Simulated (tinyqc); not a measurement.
## Germanium share from the critical thickness

Inverse problem. Critical thickness (Matthews-Blakeslee, 60-degree dislocations): h = bv (1 - nu/4)[ln(h/bv) + 1]/(4 pi e_par (1 + nu)), nu = c12/(c11 + c12). e_par = b1 x. Find e_par and x.

Values chosen for this exercise:

| symbol | value | unit | meaning |
|---|---|---|---|
| b1 | 0.0418 |  | lattice mismatch per unit x |
| c11 | 168 | GPa | elastic constant |
| c12 | 65.7 | GPa | elastic constant |
| bv | 0.384 | nm | Burgers vector |

critical thickness = 4.6277048 nm

Solution. For given h the relation is explicit in the strain.

e_par = 1.67 %
x = 0.400

tinyqc, about 0.01 s, one thread, Intel Xeon 2.30GHz (shared host): `OMP_NUM_THREADS=1 python tinyqc.py 2530003 2530004 out.jsonl`
